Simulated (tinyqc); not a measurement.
What moves lifetime and leakage: Shockley-Read-Hall recombination through one deep level.

One level at Et with degeneracy 1: tn = 1/(sn vth Nt), tp = 1/(sp_ vth Nt), n1 = Nc exp((Et - Eg)/kT), p1 = Nv exp(-Et/kT), ni^2 = n1 p1. Equilibrium n0 = Nm, p0 = ni^2/Nm; n = n0 + dn, p = p0 + dn. U = (n p - ni^2)/(tp (n + n1) + tn (p + p1)), lifetime dn/U; emission rates en = sn vth n1, ep = sp_ vth p1.

Constants: kB = 8.617333262e-05 eV/K.

Values chosen for the exercise (gap and densities of states near those of Ge at this temperature; shifted at random, so the results belong to these values and not to a real crystal): Eg = 0.601 eV (gap); Nc = 1.9e+19 1/cm^3 (conduction-band density of states); Nv = 9.03e+18 1/cm^3 (valence-band density of states); T = 450 K; Et = 0.171 eV (recombination level above Ev); Nt = 6.6e+14 1/cm^3 (defects); sn = 2.9e-15 cm^2 (electron capture cross-section); sp_ = 5.9e-16 cm^2 (hole capture cross-section); vth = 22000000 cm/s (thermal velocity, both carriers); Nm = 5.9e+16 1/cm^3 (equilibrium electrons for the lifetime steps); dn = 4.5e+14 1/cm^3 (excess pairs).

G = Nt en ep/(en + ep).

One parameter was then changed.

Results before and after:

| case | lifetime (microsecond) | G (1/(cm^3 s)) |
|---|---|---|
| base | 0.1601 | 1.21e+22 |
| changed | 0.1331 | 3.11e+22 |

Which of these changes was made? (a) sp_ = 1.18e-15 cm^2; (b) sn = 5.8e-15 cm^2; (c) Nt = 3.3e+14 1/cm^3; (d) Et = 0.211 eV; (e) Nm = 1.77e+17 1/cm^3; (f) dn = 1.35e+15 1/cm^3.

Answer: (d) Et = 0.211 eV. Of the candidates, run in turn, only this one gives the changed row.

All candidates:

| case | lifetime (microsecond) | G (1/(cm^3 s)) |
|---|---|---|
| base | 0.1601 | 1.21e+22 |
| Et = 0.211 eV | 0.1331 | 3.11e+22 |
| sn = 5.8e-15 cm^2 | 0.1382 | 2.38e+22 |
| sp_ = 1.18e-15 cm^2 | 0.1020 | 1.21e+22 |
| Nt = 3.3e+14 1/cm^3 | 0.3202 | 6.04e+21 |
| Nm = 1.77e+17 1/cm^3 | 0.1316 | 1.21e+22 |
| dn = 1.35e+15 1/cm^3 | 0.1598 | 1.21e+22 |

Computed by tinyqc, a small Python program: `OMP_NUM_THREADS=1 python tinyqc.py 1681753 1681754 out.jsonl` (the numbers bound the seed that draws the inputs); one thread of a shared host (Intel(R) Xeon(R) Processor @ 2.30GHz), about 0.01 s for the whole set of steps.
